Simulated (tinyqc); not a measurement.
Energy and delay of logic against supply voltage: two steps of the calculation.

One expression serves below and above threshold: I(Vg) = Ik [ln(1 + exp((Vg - VT + dd V)/(al nf Vt)))]^al, with I_on = I(V) and I_off = I(0). Gate delay td = kd C V/I_on, clock period LD td. Per gate and cycle the switching energy is act C V^2 and the leakage energy I_off V LD td. No short-circuit current, no variation. Minima are sought above 0.09 V; below a few Vt gates no longer switch and the model has no meaning.

Inputs (values chosen for the exercise); values of the order met in logic technologies: temperature T = 358 K; threshold voltage at zero drain bias VT = 0.23 V; slope factor nf = 1.06; barrier lowering per volt of supply dd = 0.05; specific current of a gate Ik = 0.52 uA; exponent of the current law al = 1.4; load capacitance of a gate C = 2.9 fF; delay factor kd = 1.2; logic depth LD = 20; activity factor act = 0.3; supply voltage V = 0.53 V.

Constants: q = 1.602176634e-19 C, kB = 1.380649e-23 J/K, Vt = kB T/q. Results are converted to the units shown.

Task 1. Currents, delay and energies. I_on, I_off, td, clock frequency 1/(LD td), both energies and their sum.

Give: I_on; I_off; td; clock frequency; switching energy; leakage energy; energy.

Result 1.

I_on = 8.1385 uA
I_off = 1.0229 nA
td = 226.63 ps
clock frequency = 0.22063 GHz
switching energy = 244.38 aJ
leakage energy = 2.4572 aJ
energy = 246.84 aJ

I_on/I_off = 7960; leakage makes up 0.995 % of the energy.

Task 2. New V. Minimum-energy supply: E(V) is the energy per gate and cycle; with h = 0.001 V, E' = (E(V + h) - E(V - h))/(2 h), E'' = (E(V - h) - 2 E(V) + E(V + h))/h^2, V(new) = V - E'/E''.

V after iteration 1 = 0.16263644 V

Give: E'; E''; V after iteration 2.

Result 2.

E' = 61.66 aJ/V
E'' = 4870 aJ/V^2
V after iteration 2 = 0.1500 V

Program tinyqc, `OMP_NUM_THREADS=1 python tinyqc.py 2082173 2082174 out.jsonl`; Intel Xeon 2.30GHz, shared host, one thread, about 0.01 s.
